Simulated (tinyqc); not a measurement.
Equilibrium crystal shape, supported particles, Gibbs-Thomson effect and coarsening. Inputs raised by 10 %, one at a time. Computed by tinyqc, a small Python program. Command: `OMP_NUM_THREADS=1 python tinyqc.py 3030179 3030180 out.jsonl wulff sens`. One thread of a shared host (Intel(R) Xeon(R) Processor @ 2.30GHz), about 0.1 s of CPU time with the checks.

A cubic crystal bounded by {100}, {110} and {111} facets only.

Inputs (values chosen for the exercise, for a model cubic crystal):
```
quantity,value,unit
atomic volume Omega,11.81,angstrom^3
atoms in the particle N,8100,-
temperature T,825,K
precipitate interface energy gamma_i,0.39,J/m^2
solubility x_inf at a flat interface,0.011,-
diffusivity D,2.4e-19,m^2/s
mean radius at the start r0,1.3,nm
time t,290,s
```

Surface energies: given.

surface energies gamma(100), gamma(110), gamma(111) (J/m^2): [1.66, 1.55, 1.39]

Constants: e = 1.602176634e-19 C; k_B = 8.617333262e-05 eV/K; k_B = 1.380649e-23 J/K.

Method:
- The energies and Omega are given.
- Wulff construction: the facet planes lie at distances lambda gamma from the centre, and the shape is the region inside all of them; V = (1/3) sum of area x distance. gamma_mean = sum A gamma / sum A; shape factor eta = A/V^(2/3) (4.836 for a sphere). lambda follows from V = N Omega.
- For the Wulff shape mu - mu(bulk) = 2 Omega gamma/h, with gamma and h = lambda gamma the energy and distance of any one facet plane, here (111); the vapour pressure rises by exp[(mu - mu(bulk))/(k_B T)].
- Spherical precipitates of nearly pure solute with atomic volume Omega: x(r) = x_inf exp(l/r), l = 2 gamma_i Omega/(k_B T). Diffusion-limited coarsening at small volume fraction (Lifshitz-Slyozov-Wagner): r^3 = r0^3 + K t, K = (4/9) D x_inf l; the number density falls as (r0/r)^3. The steady size distribution is assumed from the start, and D and x_inf are inputs that do not follow T.

Runs:
```
input moved,from,to,mu - mu(bulk) (meV),pressure ratio,gamma_mean (J/m^2),mean radius at t (nm)
base run,-,-,81.809,3.1605,1.4751,1.3522
atomic volume Omega (angstrom^3),11.81,12.991,87.176,3.4083,1.4751,1.3572
atoms in the particle N,8100,8910,79.251,3.0488,1.4751,1.3522
precipitate interface energy gamma_i (J/m^2),0.39,0.429,81.809,3.1605,1.4751,1.3572
solubility x_inf at a flat interface,0.011,0.0121,81.809,3.1605,1.4751,1.3572
diffusivity D (m^2/s),2.4e-19,2.64e-19,81.809,3.1605,1.4751,1.3572
mean radius at the start r0 (nm),1.3,1.43,81.809,3.1605,1.4751,1.4735
time t (s),290,319,81.809,3.1605,1.4751,1.3572
```

Exponents ln(y'/y) / ln(x'/x):
```
input,mu - mu(bulk),pressure ratio,gamma_mean,mean radius at t
atomic volume Omega,0.667,0.792,0,0.039
atoms in the particle N,-0.333,-0.378,0,0.000
precipitate interface energy gamma_i,0.000,0.000,0,0.039
solubility x_inf at a flat interface,0.000,0.000,0,0.039
diffusivity D,0.000,0.000,0,0.039
mean radius at the start r0,0.000,0.000,0,0.902
time t,0.000,0.000,0,0.039
```

To which inputs is each result most sensitive?

Among the inputs moved here: mu - mu(bulk) answers most in size to atomic volume Omega (exponent +0.667), next to atoms in the particle N (-0.333); its exponent is below 0.0005 for precipitate interface energy gamma_i, solubility x_inf at a flat interface, diffusivity D, mean radius at the start r0, time t. Its exponent -0.333 in atoms in the particle N: mu goes as 1/size. Pressure ratio answers most in size to atomic volume Omega (exponent +0.792), next to atoms in the particle N (-0.378); its exponent is below 0.0005 for precipitate interface energy gamma_i, solubility x_inf at a flat interface, diffusivity D, mean radius at the start r0, time t. gamma_mean hardly depends on these (all exponents below 0.005). Mean radius at t answers most in size to mean radius at the start r0 (exponent +0.902), next to atomic volume Omega (+0.039); its exponent is below 0.0005 for atoms in the particle N.

Caution (all rows): l is not small against r0, so the linearised Gibbs-Thomson law behind the coarsening rate is rough.
